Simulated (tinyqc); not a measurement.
Inside a calculation. Model: heat flow across a film from the phonon Boltzmann equation in the relaxation-time approximation. Computed by tinyqc, a small Python program that keeps every step. Command: `OMP_NUM_THREADS=1 python tinyqc.py 3014673 3014674 out.jsonl slabbte walk`. One thread of a shared host (Intel(R) Xeon(R) Processor @ 2.30GHz), about 0.02 s of CPU time with the checks. Intermediate numbers are printed to about 5 digits and carried at full precision; extremes and crossings named in words are read from the listed rows.

Two black walls, hot at x = 0 and cold at x = L, emit phonons isotropically. For one free path Lambda, with tau = x/Lambda, tau_L = L/Lambda and phi = (T - T_cold)/Delta T, energy balance gives phi(tau) = (1/2) [E2(tau) + int_0^tau_L phi(s) E1(|tau - s|) ds]; E_n are the exponential integrals. The flux over the ballistic flux C v Delta T/4 is psi = 1 - 2 int_0^tau_L phi(s) E2(s) ds, and kappa_eff/kappa = (3/4) tau_L psi. kappa = C v Lambda/3 is an input, so at fixed kappa a longer free path means a smaller C v.

Inputs (values chosen for the exercise, modelled on gallium nitride):
```
quantity                             value     unit
bulk conductivity kappa                184  W/(m K)
film thickness L                        60       nm
wall temperature difference Delta T     18        K
free path Lambda_1                     110       nm
free path Lambda_2                    1400       nm
share f_2 of kappa                    0.29        -
cells n in the small system              4        -
```

Free-path groups: two.

## The small linear system for Lambda_1

Cut the film into n equal cells with constant phi, collocated at the centres c_i: the kernel integrates to A_ij = |E2(|c_i - e_j|) - E2(|c_i - e_(j+1)|)|/2 for cell edges e_j, and A_ii = 1 - E2(half a cell); solve (1 - A) phi = E2(c)/2; psi = 1 - 2 sum_j phi_j [E3(e_j) - E3(e_(j+1))].

optical thickness tau_L = 0.54545

1 - A, lower triangle (symmetric):
```
          1         2         3        4
1   0.78577
2  -0.10854   0.78577
3  -0.06733  -0.10854   0.78577
4  -0.04717  -0.06733  -0.10854  0.78577
```

right-hand side E2(c)/2: 0.39288  0.28434  0.21701  0.16984

flux weights E3(e_j) - E3(e_(j+1)): 0.10884  0.077975  0.059406  0.046459

## Temperature profile and flux in the small system

In short, (1 - A) phi = b and psi = 1 - 2 sum_j w_j phi_j, with b the right-hand side and w_j the flux weights; the cells divide 0 to tau_L.

phi at the cell centres: 0.63606  0.54392  0.45608  0.36394

psi, small system = 0.68871

## Fine solution for Lambda_1

Use 150 and 300 cells and extrapolate psi = (4 psi(300) - psi(150))/3. The jump at the hot wall is 1 - phi there (linear extrapolation from the first two of 300 cells). Two-flux (diffusion with slip) formula: psi = 1/(1 + 3 tau_L/4).

psi for Lambda_1 = 0.68687

kappa_eff/kappa for Lambda_1 = 0.28099

jump at the wall / Delta T for Lambda_1 = 0.30447

psi, two-flux formula = 0.70968

The small system misses psi by +0.27 % and the two-flux formula by +3.3 %. For Lambda_1 alone: Jumps at the walls and the gradient inside share Delta T.

## Conductivity, flux and boundary resistance of the film

Each group is solved on its own with 150 and 300 cells, psi = (4 psi(300) - psi(150))/3, and weighted by its share of kappa (f_1 is what the others leave); exchange of energy between groups inside the film is left out. Flux J = kappa_eff Delta T/L; apparent boundary resistance per wall (L/kappa_eff - L/kappa)/2.

kappa_eff = 38.357 W/(m K)

kappa_eff/kappa = 0.20846

flux J = 11.507 GW/m^2

apparent resistance per wall = 0.61908 m^2 K/GW

## Exact and approximate size effects

Two-flux: kappa_eff/kappa = sum f_i/(1 + 4 Lambda_i/(3 L)). Matthiessen with the thickness: sum f_i/(1 + Lambda_i/L). Ballistic limit: sum f_i 3 L/(4 Lambda_i).

Kappa_eff/kappa:
```
L (nm)  Boltzmann  two-flux  Matthiessen  ballistic limit
3.3      0.016039  0.016135     0.021362         0.016488
11       0.050457  0.051234     0.066806         0.054959
28        0.11511   0.11810      0.14974          0.13990
66        0.22302   0.23025      0.27931          0.32975
160       0.38238   0.39333      0.45048          0.79940
440       0.57767   0.58782      0.63735           2.1984
1100      0.72573   0.73400      0.77305           5.4959
2800      0.84232   0.84866      0.87649           13.990
```

The two-flux formula lies above the Boltzmann result by at most about 3.2 % (at L = 66 nm); the Matthiessen form is high by up to 33 %, since it misses the factor 3/4 of the ballistic limit. The thinnest film reaches 97 % of that limit, and the thickest, 25 Lambda_1, only 84 % of the bulk value: the long free paths keep the size effect alive far beyond Lambda_1. Rows below about 10 nm are near the phonon wavelength, where a particle picture fails.

Checks made by the program: symmetry phi(tau) + phi(tau_L - tau) = 1 (relative difference below 1e-10); thick-film limit psi = 1/(3 tau_L/4 + 1.0657) at tau_L = 20 (relative difference 2e-04).
